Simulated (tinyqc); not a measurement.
Thermal, flicker and telegraph noise of a field-effect transistor: one step, computed by the program tinyqc. Command: `OMP_NUM_THREADS=1 python tinyqc.py 3017209 3017210 out.jsonl noise walk`. One thread of a shared host (Intel(R) Xeon(R) Processor @ 2.30GHz), about 0.01 s of CPU time with the checks.

Strong inversion, threshold roll-off and channel-length modulation left out; noise sources are uncorrelated and are given as one-sided spectral densities.

Task: Flicker noise. C_ox = 3.9 eps_0/t; V_c = 2 v_s L/mu; I = W C_ox v_s V_ov^2/(V_ov + V_c); g_m = W C_ox v_s V_ov (V_ov + 2 V_c)/(V_ov + V_c)^2; g_d0 = mu C_ox (W/L) V_ov. Tunnelling length lambda = hbar/(2 sqrt(2 m_ox phi)); flat-band noise S_Vfb = e^2 k_B T lambda N_t/(W L C_ox^2 f). S_I = g_m^2 S_Vfb.

Inputs (values chosen for the exercise, modelled on a high-k silicon transistor):
```
quantity                        value         unit
width W                            19   micrometre
length L                          520           nm
electrical oxide thickness t      3.8           nm
mobility mu                       190   cm^2/(V s)
saturation velocity v_s             1     1e7 cm/s
overdrive V_ov                   0.55            V
oxide trap density N_t        8.9e+15  1/(eV cm^3)
oxide barrier phi                 1.8           eV
oxide mass m_ox                   0.4          m_0
frequency f                        80           Hz
temperature T                     200            K
```

Operating region: saturation. Flicker model: number fluctuation.

drain current I = 867.0548 microampere

Constants: eps_0 = 8.8541878128e-12 F/m; hbar = 1.054571817e-34 J s; m_0 = 9.1093837015e-31 kg; e = 1.602176634e-19 C; k_B = 8.617333262e-05 eV/K.

Give: tunnelling length lambda; S_Vfb; flicker S_I; flicker S_I/I^2.

Result:

tunnelling length lambda = 1.150 angstrom

S_Vfb = 6.939e-15 V^2/Hz

flicker S_I = 6.282e-20 A^2/Hz

flicker S_I/I^2 = 8.356e-14 1/Hz

Caution: fewer than one trap per decade of time constant is active, so one device shows telegraph steps and the 1/f law is only a mean over many devices.
